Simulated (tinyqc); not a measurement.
## Stress and current directions compared

A cubic crystal with three pairs of conduction valleys along x, y and z; non-degenerate electrons, one relaxation time, masses unchanged. Stress s_ij = X a_i a_j with a the unit vector along the stress; strain e_ii = s11 s_ii + s12 (s_jj + s_kk), e_ij = s44 s_ij/2. Valley shift dE = Xu (n.e.n - trace(e)/3) with n the valley axis; share f proportional to exp(-dE/Vt). Inverse mass along the current d: (n.d)^2/ml + (1 - (n.d)^2)/mt; mu/mu0 = sum f (1/m) over the plain mean of 1/m. Rows: direction of the stress, of size |X|; columns: direction of the current and sign.

Values chosen for this exercise; values close to those of silicon: temperature T = 300 K; compliance s11 = 7.9 1/TPa; compliance s12 = -2.19 1/TPa; compliance s44 = 12.8 1/TPa; shear deformation potential Xu = 9 eV; longitudinal mass ml = 0.923 m0; transverse mass mt = 0.195 m0; uniaxial stress (tension positive) X = 1500 MPa.

Constants: q = 1.602176634e-19 C, kB = 1.380649e-23 J/K, Vt = kB T/q. Results are converted to the units shown.

mu/mu0:
```
,"I [100], tension","I [100], compression","I [110], tension","I [110], compression"
[100],1.354,0.2975,1.088,0.8244
[110],1.290,0.8402,1.290,0.8402
[001],0.8230,1.351,0.8230,1.351
[111],1.000,1.000,1.000,1.000
```

What does the table show?

The largest gain, 1.35, is for stress along [100], tension, current along [100]; the largest loss, 0.298, for [100], compression, current along [100]. Entries equal to one are cases in which the valleys are not split or have equal mass along the current.

Numbers from tinyqc (`OMP_NUM_THREADS=1 python tinyqc.py 2530027 2530028 out.jsonl`; about 0.01 s on one thread of a shared Intel Xeon 2.30GHz).
